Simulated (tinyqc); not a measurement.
Inputs raised by 2 %, one at a time: Haynes-Shockley experiment: drift, diffusion and decay of a minority-carrier pulse. Computed by tinyqc, a small Python program. Command: `OMP_NUM_THREADS=1 python tinyqc.py 3110407 3110408 out.jsonl haynes sens`. One thread of a shared host (Intel(R) Xeon(R) Processor @ 2.30GHz), about 0.02 s of CPU time with the checks.

A thin sheet of excess carriers is made at x = 0, t = 0 in a long uniform bar; injection is low, so the pulse moves with the minority mobility.

Inputs (values chosen for the exercise, modelled on holes in n-type germanium in a lightly doped bar):
```
quantity                       value         unit
minority mobility mu            1810   cm^2/(V s)
lifetime tau                      39  microsecond
temperature T                    300            K
field F                           23         V/cm
distance d to the collector        1           cm
injected sheet density N0    5.3e+09       1/cm^2
```

Constants: k_B = 8.617333262e-05 eV/K.

Method:
- D = mu k_B T/e, v = mu F.
- Transit time d/v, diffusion length sqrt(D tau), drift length v tau, Peclet number v d/D = e F d/(k_B T).
- dn(x, t) = N0/sqrt(4 pi D t) exp(-(x - v t)^2/(4 D t) - t/tau).
- At fixed x the signal peaks where d ln(dn)/dt = 0: a t^2 + t/2 - x^2/(4 D) = 0 with a = v^2/(4 D) + 1/tau.
- The full width at half maximum is found by solving dn(x, t) = peak/2 on both sides of the peak.
- With w the full width at half maximum: mu = d/(F t_p); D = (w d)^2/(16 ln2 t_p^3); Einstein ratio D/mu against k_B T/e.

Runs; columns: (1) input moved; (2) from; (3) to; (4) time of the peak t_p (microsecond); (5) peak density (1/cm^3); (6) width at half maximum (microsecond); (7) apparent D (cm^2/s):
```
(1)                                        (2)         (3)     (4)         (5)     (6)     (7)
base run                                     -           -  23.961  2.4121e+10  2.6744  46.881
minority mobility mu (cm^2/(V s))         1810      1846.2  23.492  2.4414e+10  2.6221  47.819
lifetime tau (microsecond)                  39       39.78  23.962  2.4414e+10  2.6745  46.881
temperature T (K)                          300         306  23.960  2.3884e+10  2.7009  47.821
field F (V/cm)                              23       23.46  23.493  2.4656e+10  2.5964  46.879
distance d to the collector (cm)             1        1.02  24.441  2.3591e+10  2.7011  46.879
injected sheet density N0 (1/cm^2)  5300000000  5406000000  23.961  2.4604e+10  2.6744  46.881
```

Exponents ln(y'/y) / ln(x'/x):
```
input                        time of the peak t_p  peak density  width at half maximum  apparent D
minority mobility mu                       -0.999         0.608                 -0.998       1.000
lifetime tau                                0.001         0.608                  0.002       0.000
temperature T                              -0.003        -0.499                  0.497       1.002
field F                                    -0.996         1.107                 -1.495      -0.002
distance d to the collector                 1.001        -1.122                  0.501      -0.002
injected sheet density N0                   0.000         1.000                  0.000       0.000
```

Which inputs matter most for each result?

Among the inputs moved here: time of the peak t_p answers most in size to distance d to the collector (exponent +1.001), and about equally to minority mobility mu (-0.999), field F (-0.996); its exponent is below 0.0005 for injected sheet density N0. Its exponent -0.996 in field F: pure drift, t = d/(mu F). Peak density answers most in size to distance d to the collector (exponent -1.122), and about equally to field F (+1.107). Its exponent +1.000 in injected sheet density N0: the equation is linear. Width at half maximum answers most in size to field F (exponent -1.495), next to minority mobility mu (-0.998); its exponent is below 0.0005 for injected sheet density N0. Its exponent -1.495 in field F: sqrt(D t)/v with t = d/v. Its exponent +0.501 in distance d to the collector: the spread grows as sqrt(t). Apparent D answers most in size to temperature T (exponent +1.002), and about equally to minority mobility mu (+1.000); its exponent is below 0.0005 for lifetime tau, injected sheet density N0.

Extremes, crossings and ranges named in words are read from the listed rows.
